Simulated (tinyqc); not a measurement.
The choice of windows: band offset from the macroscopic average of a supercell potential.

A model of the planar-averaged electrostatic energy of an electron in a periodic cell of N1 periods of A (L1 = N1 n1 h) and N2 periods of B (L2 = N2 n2 h), on z_j = j h: V(z) = f VA + (1 - f) VB + F t(z), VA = V1[0] + V1[1] cos(2 pi z/(n1 h)) + V1[2] cos(4 pi z/(n1 h)), VB the same with V2, n2 and z - L1. f = [tanh(z/w) - tanh((z - L1)/w) + tanh((z - L1 - L2)/w)]/2 + 1/2; t(z) = z - L1/2 in A and (L1/L2)(L1 + L2/2 - z) beyond, so that the cell is periodic.

Running mean over n points, periodic: for odd n the plain mean of the n points centred on j; for even n the n + 1 points with half weight at both ends. The macroscopic average applies the mean over n1 points and then over n2 points.

Values chosen for the exercise (gaps near those of GaAs and AlAs; shifted at random, so the results belong to these values and not to a real crystal): h = 0.35 angstrom (grid step); n1 = 7 (grid points per period of A); n2 = 6 (grid points per period of B); N1 = 5 (periods of A); N2 = 4 (periods of B); V1 = (-11.88, 1.47, -0.49) eV (mean and two harmonics of the potential in A); V2 = (-6.97, 4.86, -0.57) eV (the same in B); w = 0.54 angstrom (width of the interfaces); F = 0 eV/angstrom (slope in A from opposite charges on the two interfaces).

dV read at j = 17 and 47 after means over the numbers of points listed; ripple is the spread over the five points around each.

Results:

| windows | dV (eV) | ripple in A (meV) | ripple in B (meV) |
|---|---|---|---|
| none | 10.830 | 2655 | 6435 |
| 7 only | 4.134 | 0 | 1163 |
| 6 only | 5.077 | 293 | 0 |
| 8 only | 3.838 | 220 | 1420 |
| 8, 7 | 5.035 | 0 | 189 |
| 7, 6 | 4.910 | 0 | 1 |

Which rows can be used, and how does a wrong window show?

The last row matches both periods and lies 0 meV from the value of a thick cell, V2[0] - V1[0] = 4.910 eV. Against it the raw potential errs by +5.92 eV. No other row is within 20 meV of it. A window one point too long leaves a ripple of 220 meV in A, against 0 meV in the last row: the ripple is the sign to look for. Rows to use, with under 30 meV of ripple in both regions once the tilt is taken off: 7, 6. A row with a large ripple can hit the right value only by chance.

Run: tinyqc, `OMP_NUM_THREADS=1 python tinyqc.py 1851123 1851124 out.jsonl`; Intel(R) Xeon(R) Processor @ 2.30GHz, one thread, shared host; about 0.01 s of CPU time with all checks.
